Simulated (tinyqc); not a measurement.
Metal gate on a two-layer dielectric stack with fixed charge and a dipole: one step of the calculation.

Gate, layer 2, layer 1, p-type semiconductor; x runs from the gate inwards. Charges are counted in units of +q. psi is the band bending at the surface, positive towards inversion. Classical charge, Boltzmann statistics, no interface traps.

Problem. Fields and voltage drops. EOT = 3.9 (t1/e1 + t2/e2), Cox = eps0/(t1/e1 + t2/e2); phi_ms = pM - (chi + Eg - Vt ln(Nv/Na)).

Gauss: D = -Qs just inside the semiconductor; going towards the gate subtract q Q1, then q r1 t1, q Q2 and q r2 t2. Field = D/(eps0 e); the drop over a layer is its mean field times its thickness; Vg = phi_ms + Vd + psi + both drops.

Inputs (values chosen for the exercise); band and dielectric values close to those of germanium, layer 1 close to aluminium oxide, layer 2 close to hafnium oxide: temperature T = 250 K; band gap Eg = 0.666 eV; relative permittivity eps_r = 15.9; valence-band density of states at T Nv = 4.58e18 cm^-3; electron affinity chi = 4.03 eV; acceptor density Na = 8.3e16 cm^-3; work function of the gate metal pM = 4.53 eV; thickness of layer 1, next to the semiconductor t1 = 1.7 nm; relative permittivity of layer 1 e1 = 8.7; thickness of layer 2, next to the gate t2 = 3.5 nm; relative permittivity of layer 2 e2 = 21.2; fixed charge at the semiconductor interface Q1 = 3.3e11 cm^-2; fixed charge between the layers Q2 = -1.8e11 cm^-2; uniform charge density in layer 1 r1 = 0 cm^-3; uniform charge density in layer 2 r2 = -2.3e18 cm^-3; flat-band shift by a dipole layer between the layers Vd = 0 V; band bending psi of the working point ps = 0.159 V.

Constants: q = 1.602176634e-19 C, kB = 1.380649e-23 J/K, Vt = kB T/q, eps0 = 8.8541878128e-14 F/cm where lengths are in cm. Results are converted to the units shown.

Qs = -0.071744117 uC/cm^2

Give: D; field; drop over layer 2; drop over layer 1; Vg.

Solution.

```
place,D (uC/cm^2),field (MV/cm)
"layer 2, gate side",0.1767,0.09413
"layer 2, inner side",0.0477,0.02542
"layer 1, outer side",0.0189,0.02450
"layer 1, semiconductor side",0.0189,0.02450
semiconductor surface,0.0717,0.05096
```

drop over layer 2 = 0.02092 V
drop over layer 1 = 0.004165 V
Vg = 0.1045 V

The same Vg follows from Vfb + psi - Qs/Cox. The largest field, 0.0941 MV/cm in size, is at: layer 2, gate side.

tinyqc, about 0.01 s, one thread, Intel Xeon 2.30GHz (shared host): `OMP_NUM_THREADS=1 python tinyqc.py 2010089 2010090 out.jsonl`
